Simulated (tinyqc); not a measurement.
Inside a calculation. Method: RHF in the sto-3g basis, for H4, spin multiplicity 1. One step of it, computed by the program tinyqc.

Task: Iteration 2: DIIS coefficients. Solve [B -1; -1 0][c; lambda] = [0; -1] for the coefficients, which sum to one.

B (overlaps of the stored error matrices):
```
,1,2
1,7.9355819e-01,4.1275626e-01
2,4.1275626e-01,2.3578965e-01
```

Give: DIIS coefficients.

Result:

DIIS coefficients: -0.8682  1.8682
